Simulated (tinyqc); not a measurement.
What moves the exposure: standing waves and exposure in a photoresist film.

Normal incidence from air. Unexposed resist: N1 = n1 + i k1 with k1 = (A + B) lam/(4 pi), lam in micrometres. r01 = (1 - N1)/(1 + N1), t01 = 2/(1 + N1). Substrate Ns = ns + i ks: r12 = (N1 - Ns)/(N1 + Ns). With p = exp(2 pi i N1 d/lam), the field at depth z is E(z) = t01 [exp(2 pi i N1 z/lam) + r12 p^2 exp(-2 pi i N1 z/lam)]/(1 + r01 r12 p^2), the relative intensity I(z) = n1 |E(z)|^2 and the reflectance R = |(r01 + r12 p^2)/(1 + r01 r12 p^2)|^2.

Values chosen for the exercise (a resist on polySi, indices near tabulated ones; shifted at random, so the results belong to these values and not to a real crystal): lam = 193 nm (vacuum wavelength); n1 = 1.693 (resist index); A = 0.12 1/micrometre (bleachable absorption (Dill A)); B = 0.76 1/micrometre (fixed absorption (Dill B)); d = 158 nm (resist thickness); ns = 0.99 (substrate n); ks = 2.208 (substrate k).

The mean of I is over 800 depths.

One parameter was then changed.

Results before and after:

| case | \|r12\|^2 | R | mean I | I at the bottom |
|---|---|---|---|---|
| base | 0.4376 | 0.5220 | 0.9736 | 0.5859 |
| changed | 0.4087 | 0.5015 | 0.9650 | 0.5664 |

Which of these changes was made? (a) ns = 1.089; (b) d = 168 nm; (c) n1 = 1.71; (d) B = 0.96 1/micrometre; (e) ks = 1.987.

Answer: (a) ns = 1.089. Of the candidates, run in turn, only this one gives the changed row.

All candidates:

| case | \|r12\|^2 | R | mean I | I at the bottom |
|---|---|---|---|---|
| base | 0.4376 | 0.5220 | 0.9736 | 0.5859 |
| d = 168 nm | 0.4376 | 0.4850 | 0.9961 | 0.6289 |
| n1 = 1.71 | 0.4363 | 0.5285 | 0.9519 | 0.5858 |
| B = 0.96 1/micrometre | 0.4360 | 0.5024 | 0.9569 | 0.5717 |
| ks = 1.987 | 0.3918 | 0.4927 | 0.9515 | 0.6413 |
| ns = 1.089 | 0.4087 | 0.5015 | 0.9650 | 0.5664 |

Program tinyqc; command `OMP_NUM_THREADS=1 python tinyqc.py 1650094 1650095 out.jsonl`; about 0.01 s on one thread of a shared Intel(R) Xeon(R) Processor @ 2.30GHz.
